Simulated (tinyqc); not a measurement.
p-i-n junction, non-linear Poisson equation by Newton steps: two steps of the calculation.

One dimension, p side on the left, n side on the right; net doping C = -Na for x < 0, 0 for 0 < x < Li and +Nd beyond. The potential psi is counted from the intrinsic level, and the quasi-Fermi potentials are flat: 0 for holes and -V for electrons, so n = ni exp((psi + V)/Vt) and p = ni exp(-psi/Vt) (Boltzmann statistics, full ionisation, no current).

Inputs (values chosen for the exercise); band and dielectric values close to those of gallium arsenide: temperature T = 300 K; band gap Eg = 1.42 eV; relative permittivity eps_r = 12.9; conduction-band density of states at T Nc = 4.47e17 cm^-3; valence-band density of states at T Nv = 9.13e18 cm^-3; acceptor density of the p side Na = 3.7e15 cm^-3; donor density of the n side Nd = 5.7e15 cm^-3; bias of the p side against the n side V = 0 V.

Constants: q = 1.602176634e-19 C, kB = 1.380649e-23 J/K, Vt = kB T/q, eps0 = 8.8541878128e-14 F/cm where lengths are in cm. Results are converted to the units shown.

Problem 1. Intrinsic density, end potentials and Debye lengths. ni = sqrt(Nc Nv) exp(-Eg/(2 Vt)), Eg in volts; psi_p = -Vt ln(Na/ni), psi_n = Vt ln(Nd/ni) - V; Debye length sqrt(eps0 eps_r Vt/(q N)).

Find: ni; psi_p; psi_n; Debye length, p side; Debye length, n side.

Solution 1.

ni = 2.387e6 cm^-3
psi_p = -0.5471 V
psi_n = 0.5582 V
Debye length, p side = 70.58 nm
Debye length, n side = 56.86 nm

Problem 2. Densities, residual and Jacobian diagonal. n_i = ni exp((psi_i + V)/Vt), p_i = ni exp(-psi_i/Vt), rho_i = p_i - n_i + C_i, g_i = (n_i + p_i)/Vt. Box widths w_i = (h_(i-1) + h_i)/2 in cm. Residual F_i = a_i (psi_(i+1) - psi_i) - a_(i-1) (psi_i - psi_(i-1)) + q rho_i w_i; Jacobian: a_(i-1) and a_i beside the diagonal, b_i = -a_(i-1) - a_i - q g_i w_i on it. The two end nodes are fixed.

```
node  x (nm)  psi after iteration 1 (V)  net doping C (cm^-3)
0      -1260                -0.54706501               -3.7e15
1      -1030                -0.54706428               -3.7e15
2       -819                -0.54705684               -3.7e15
3       -632                -0.54698926               -3.7e15
4       -464                -0.54647511               -3.7e15
5       -313                -0.54316072               -3.7e15
6       -177                -0.52487840               -3.7e15
7        -55                -0.43837774               -3.7e15
8         55                 0.47069081                     0
9        182                 0.53487255                     0
10       329                 0.54414769                     0
11       498                 0.54520779                     0
12       693                 0.54530347                     0
13       919                 0.54531070                     0
14      1180                 0.54532254                     0
15      1480                 0.54564906                     0
16      1830                 0.55794001                5.7e15
17      2230                 0.55823113                5.7e15
18      2690                 0.55823652                5.7e15
```

coupling a_i, interval 0 to 17 (F/cm^2): 4.9660445e-8  5.4132238e-8  6.1079691e-8  6.7987514e-8  7.5641737e-8  8.3984576e-8  9.3622150e-8  1.0383548e-7  8.9936238e-8  7.7700016e-8  6.7585221e-8  5.8573858e-8  5.0539391e-8  4.3762078e-8  3.8073008e-8  3.2634007e-8  2.8554756e-8  2.4830222e-8
ni = 2.3873391e6 cm^-3

Wanted: n; p; residual F; diagonal b.

Solution 2.

```
node  n (cm^-3)  p (cm^-3)
0     0.0015404  3.7000e15
1     0.0015404  3.6999e15
2     0.0015409  3.6988e15
3     0.0015449  3.6892e15
4     0.0015759  3.6165e15
5     0.0017915  3.1814e15
6     0.0036337  1.5685e15
7       0.10316  5.5250e13
8     1.9283e14   0.029557
9     2.3088e15  0.0024686
10    3.3052e15  0.0017244
11    3.4435e15  0.0016551
12    3.4563e15  0.0016490
13    3.4572e15  0.0016485
14    3.4588e15  0.0016478
15    3.5028e15  0.0016271
16    5.6350e15  0.0010114
17    5.6988e15  0.0010001
18    5.7000e15  9.9989e-4
```

```
node  residual F (1e-8 C/cm^2)  diagonal b (F/cm^2)
1                       0.0000           -6.0940e-7
2                       0.0000           -5.7139e-7
3                       0.0000           -5.3490e-7
4                       0.0002           -5.0112e-7
5                       0.0092           -4.4256e-7
6                       0.2158           -3.0300e-7
7                       7.9521           -2.0143e-7
8                      -8.8987           -2.0793e-7
9                      -1.0119           -3.6366e-7
10                     -0.9016           -4.6893e-7
11                     -1.0107           -5.1457e-7
12                     -1.1662           -5.6001e-7
13                     -1.3488           -6.1603e-7
14                     -1.5532           -6.8312e-7
15                     -1.7851           -7.7624e-7
16                     -0.0002           -1.3708e-6
17                      0.0000           -1.5721e-6
```

Program tinyqc, `OMP_NUM_THREADS=1 python tinyqc.py 2000061 2000062 out.jsonl`; Intel Xeon 2.30GHz, shared host, one thread, about 0.06 s.
